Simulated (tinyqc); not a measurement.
Band-to-band tunnelling and avalanche in a reverse-biased abrupt junction. Which input was changed? Computed by tinyqc, a small Python program. Command: `OMP_NUM_THREADS=1 python tinyqc.py 3004562 3004563 out.jsonl zener which`. One thread of a shared host (Intel(R) Xeon(R) Processor @ 2.30GHz), about 0.2 s of CPU time with the checks.

Direct Kane tunnelling in the local field (for indirect gaps the mass is an effective fit) and one ionisation coefficient for both carriers. N is the doping of the light side, or N_A N_D/(N_A + N_D) for the symmetric junction; the built-in voltage is taken as E_g/e.

Inputs (values chosen for the exercise, modelled on In0.53Ga0.47As):
```
quantity                                               value    unit
band gap at 300 K, E_g                                 0.735      eV
gap narrowing with temperature, -dE_g/dT                0.34   meV/K
reduced tunnelling mass m_r                            0.028     m_0
permittivity eps                                        13.9       -
ionisation prefactor a                               4.8e+06    1/cm
ionisation field at 300 K, b                        1.67e+06    V/cm
relative rise of b with temperature                      5.4  1e-4/K
effective doping N                                   6.6e+17  1/cm^3
reverse bias V_R                                        0.55       V
current density that defines tunnel breakdown, J_0        10  A/cm^2
temperature T                                            200       K
```

Junction: symmetric.

Constants: eps_0 = 8.8541878128e-12 F/m; e = 1.602176634e-19 C; m_0 = 9.1093837015e-31 kg; hbar = 1.054571817e-34 J s.

Method:
- E_g(T) = E_g - (T - 300 K)(-dE_g/dT); b(T) = b [1 + (rise)(T - 300 K)]; w = sqrt(2 eps eps_0 (V_R + E_g/e)/(e N)); F_m = 2 (V_R + E_g/e)/w; the field falls linearly from F_m to 0 on both sides.
- Kane: G(F) = A F^2 exp(-B/F), A = e^2 sqrt(m_r)/(18 pi hbar^2 sqrt(E_g)), B = pi sqrt(m_r) E_g^(3/2)/(2 e hbar), SI units; J = e int G dx x V_R/(V_R + E_g/e), the last factor making J vanish at zero bias; int G dx = (w/F_m) int_0^F_m G dF by 64 Gauss-Legendre points.
- Avalanche: I = (w/F_m) int_0^F_m a exp(-b/F) dF by 64 Gauss-Legendre points, M = 1/(1 - I), breakdown at I = 1.
- V_Z solves J = J_0 and V_A solves I = 1; the lower one is the breakdown voltage; temperature coefficients by a central difference of +/- 10 K.

Question. One of these inputs alone was changed, within the range given: band gap at 300 K, E_g (0.3675 to 1.47); reduced tunnelling mass m_r (0.014 to 0.056); permittivity eps (6.95 to 27.8); effective doping N (3.3e+17 to 1.32e+18). Which one, and to what value?

Results:
```
run     tunnel current density (A/cm^2)  tunnel breakdown V_Z (V)  avalanche breakdown V_A (V)
before                         1.252145                  0.877018                     2.006958
after                          0.111602                  1.304234                     2.006958
```

Answer.

Each candidate set to reproduce tunnel current density, and what it then gives:
```
candidate                               range searched  value needed  tunnel breakdown V_Z (V)  avalanche breakdown V_A (V)
band gap at 300 K, E_g (eV)             0.3675 to 1.47        0.8412                    1.3630                       1.9007
reduced tunnelling mass m_r (m_0)       0.014 to 0.056       0.03910                    1.3042                       2.0070
permittivity eps                          6.95 to 27.8         18.69                    1.3189                       2.4510
effective doping N (1/cm^3)        3.3e+17 to 1.32e+18      4.909e17                    1.3189                       2.4510
```

Only reduced tunnelling mass m_r fits every result: it went from 0.028 to 0.0391 m_0. The next best candidate, band gap at 300 K, E_g, misses one result by 5.3 %.

Caution: V_A is below about 5 E_g/e, where the local law understates it, since it ignores the distance a carrier needs to reach the ionisation energy.
